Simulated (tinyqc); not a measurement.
## Diffused layer (Gaussian), carriers, mobility and sheet resistance: effect of the peak chemical concentration

An n-type layer from the surface x = 0 to the junction xj, N(x) = N0 exp(-(x/Ld)^2). Local neutrality (no depletion at surface or junction, no spilling of carriers), intrinsic carriers neglected, full ionisation of active dopants.

xj = Ld sqrt(ln(N0/Nb)). Active dopant A = min(N, Ns); n = A - Nb; mobility mu = m1 + (m2 (T/300 K)^(-bt) - m1)/(1 + ((A + Nb)/Nr)^am). Dose = integral of N, carrier sheet density = integral of n, 1/Rs = q integral of n mu, mean mobility 1/(q Rs sheet density), Hall mobility (unit Hall factor) = integral of n mu^2 over integral of n mu, Hall sheet density = (integral of n mu)^2/integral of n mu^2; all from 0 to xj. Integrals on 4000 steps.

Values chosen for this exercise; values close to those of arsenic in silicon over a p-type background:
- T = 350 K (temperature)
- Nb = 1.7e14 cm^-3 (background doping of the opposite type)
- m1 = 54.1 cm^2/(V s) (mobility limit at high doping)
- m2 = 1400 cm^2/(V s) (mobility limit at low doping, at 300 K)
- Nr = 9.31e16 cm^-3 (reference doping of the mobility law)
- am = 0.699 (exponent of the mobility law)
- bt = 1.9 (temperature exponent of m2)
- Ns = 1.97e20 cm^-3 (solubility limit of active dopant)
- Ld = 7.6 nm (diffusion length 2 sqrt(D t))

Constants: q = 1.602176634e-19 C. Results are converted to the units shown.

Effect of the peak chemical concentration:
columns A: N0 (cm^-3); B: xj (nm); C: dose (cm^-2); D: carriers (cm^-2); E: Rs (ohm/square); F: mean mobility (cm^2/(V s)); G: Rs xj (ohm nm); H: Hall/true sheet density
```
A           B         C         D        E      F        G       H
2.7e17  20.63  1.818e11  1.815e11  7.605e4  452.2  1.569e6  0.9467
7.3e17  21.98  4.917e11  4.913e11  4.096e4  310.1  9.004e5  0.9023
2e18    23.27  1.347e12  1.347e12  2.263e4  204.8  5.265e5  0.8570
5.4e18  24.47  3.637e12  3.637e12  1.240e4  138.4  3.034e5  0.8338
1.5e19  25.65  1.010e13  1.010e13     6262  98.66  1.606e5  0.8470
4e19    26.73  2.694e13  2.694e13     2983  77.65  7.974e4  0.8884
1.1e20  27.80  7.409e13  7.409e13     1274  66.10  3.543e4  0.9362
2.9e20  28.79  1.953e14  1.672e14    610.5  61.16  1.758e4  0.9657
8e20    29.79  5.388e14  2.279e14    454.7  60.22  1.355e4  0.9755
```

What does the table show?

As N0 goes from 2.7e17 to 8e20, xj rises from 20.6 to 29.8 nm, Rs falls from 76000 to 455 ohm/square, the mean mobility falls from 452 to 60.2 cm^2/(V s) and the share of the dose that conducts goes from 99.8 through a maximum of 100 (at N0 = 4e19 and 1.1e20 among the rows listed) to 42.3 %. Rs goes as dose^(-0.62) at the low end and dose^(-0.29) at the high end; constant mobility and activation would give -1. Above N0 = Ns = 1.97e20 cm^-3 added dopant only widens the clipped top. For N0 = 2.7e17 depletion at the junction, left out, would remove a tenth of the carriers or more.

tinyqc, about 0.01 s, one thread, Intel Xeon 2.30GHz (shared host): `OMP_NUM_THREADS=1 python tinyqc.py 2110164 2110165 out.jsonl`
